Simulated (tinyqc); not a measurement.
Free and nearly free electrons in a metal, step by step. Values are carried at full precision from step to step, so a last printed digit may differ when a step is redone from the rounded ones.

The cubic cell holds 2 atoms: n = 2 z/a^3, kF = (3 pi^2 n)^(1/3), EF = c kF^2/m, vF = 2 c kF/(m hbar), c = hbar^2/2m0; rs = (3/(4 pi n))^(1/3)/a0; D(EF) = 3 n/(2 EF).

Constants: hbar^2/2m0 = 3.80998211 eV angstrom^2; hbar = 6.58211957e-16 eV s; a0 (Bohr radius) = 0.5291772105 angstrom; kB = 8.617333262e-05 eV/K.

Parameters, chosen for this exercise (near those of K; the results hold for these values, not for the real material): a = 5.232 angstrom (bcc lattice constant); z = 1 (free electrons an atom); m = 1.4 m0 (mass); rho = 7.07 micro-ohm cm (bulk resistivity); T = 300 K; V = 0.52 eV (|V_G| for G = (110)); x = 0.84 (k along G as a share of |G|/2).

## The Fermi sphere

Evaluate the free-electron quantities.

n = 0.01396 1/angstrom^3
kF = 0.7450 1/angstrom
EF = 1.510 eV
vF = 6.160e+05 m/s
rs = 4.868
D(EF) per atom = 0.9931 1/eV

A mass this far above 1 is of the kind met in the specific heat (electron-phonon coupling); it understates EF and vF of the real bands.

## Relaxation time and mean free path

Drude: 1/rho = n e^2 tau/(m m0) with e = 1.602176634e-19 C and m0 = 9.1093837e-31 kg; mean free path l = vF tau; rho l = hbar kF/(n e^2) = 12 pi^3 hbar/(e^2 S) with S = 4 pi kF^2 does not depend on tau or m.

Use SI units: n in 1/m^3 (1e30 per 1/angstrom^3), rho in ohm m (1e-8 per micro-ohm cm).

tau = 50.32 fs
l = 31.00 nm
rho l = 21.917 1e-16 ohm m^2

Wires lose conductivity to surfaces and grain boundaries, with an excess that scales as rho l over the width and is of the order of rho itself at a width of l = 31 nm.

## Thermal quantities

gamma = (pi^2/3) kB^2 D(EF) per atom, times 96485.33 x 1e3 for mJ/(mol K^2); mu(T) = EF (1 - (pi kB T/EF)^2/12); Wiedemann-Franz kappa = L0 T/rho with L0 = (pi^2/3) (kB/e)^2, kB/e in V/K.

gamma = 2.341 mJ/(mol K^2)
mu - EF = -0.3639 meV
kappa = 104 W/(m K)

## The sphere against the zone faces

Take G = (hkl) 2 pi/a for (110), (200) and (211), with the number of equivalent faces. The Bragg plane of G lies at |G|/2 with |G| = (2 pi/a) sqrt(h^2 + k^2 + l^2). Where kF exceeds it, the sphere cuts the plane in a circle of radius sqrt(kF^2 - G^2/4).

Distance and circle for each G:
```
G      faces  |G|/2 (1/angstrom)  kF/(|G|/2)  circle radius
(110)     12              0.8492      0.8773              -
(200)      6              1.2009      0.6204              -
(211)     24              1.4708      0.5065              -
```

The sphere stays inside the first zone; it reaches 0.877 of the way to the nearest faces.

## Two plane waves near the face

Two plane waves k and k - G, G = (110) (2 pi/a): H = [[c k^2/m, V], [V, c (k - G)^2/m]] with c = hbar^2/2m0.

Build H for k along G, diagonalise, and give the weight of the first wave in the lower state and its velocity along G relative to a free electron, (w k + (1 - w)(k - G))/k.

H (eV):
```
        1       2
1  1.3847  0.5200
2  0.5200  2.6406
```

levels (eV): 1.1973  2.8280

w = 0.8851
v/v_free = 0.7264

The splitting is 1.631 eV here and 2V = 1.04 eV on the face, where the normal velocity vanishes. There the lower band lies at 1.442 eV, below the free EF of 1.510 eV, so by this test the Fermi surface touches the face (V is large against EF, which it lowers, so the test is rough).

## Checks

- Lower level against the closed form of the 2 x 2 problem (eV): both 1.1973.
- The product rho l against hbar kF/(n e^2) (1e-16 ohm m^2): both 21.92.

Program tinyqc; command `OMP_NUM_THREADS=1 python tinyqc.py 1651402 1651403 out.jsonl`; about 0.01 s on one thread of a shared Intel(R) Xeon(R) Processor @ 2.30GHz.
